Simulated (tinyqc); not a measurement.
Froehlich polaron in a polar crystal: one step, computed by the program tinyqc. Command: `OMP_NUM_THREADS=1 python tinyqc.py 3013317 3013318 out.jsonl frohlich walk`. One thread of a shared host (Intel(R) Xeon(R) Processor @ 2.30GHz), about 0.04 s of CPU time with the checks.

One electron in a parabolic band of mass m*, coupled to dispersionless LO phonons in the continuum model. Energies are in units of hbar omega unless marked, wave numbers in k_0 = sqrt(2 m* omega/hbar).

Question. Second-order perturbation theory. At T = 0 and k < k_0: E(k) = (k/k_0)^2 - alpha arcsin(k/k_0)/(k/k_0); so E(0) = -alpha, 1/m_p = (1 - alpha/6)/m*, and the mean number of phonons in the cloud at k = 0 is alpha/2. The Lee-Low-Pines variational state gives the same E(0) and m_p = m* (1 + alpha/6).

Inputs (values chosen for the exercise, modelled on gallium oxide): LO phonon energy hbar omega = 44.7 meV; electron wave number k/k_0 = 0.86.

coupling constant alpha = 1.772751

Give: energy shift at k = 0; E(k); m*/m_p, second order; m_p/m*, Lee-Low-Pines; phonons in the cloud.

Answer.

energy shift at k = 0 = -79.242 meV

E(k) = -1.3944 hbar omega

m*/m_p, second order = 0.70454

m_p/m*, Lee-Low-Pines = 1.2955

phonons in the cloud = 0.88638
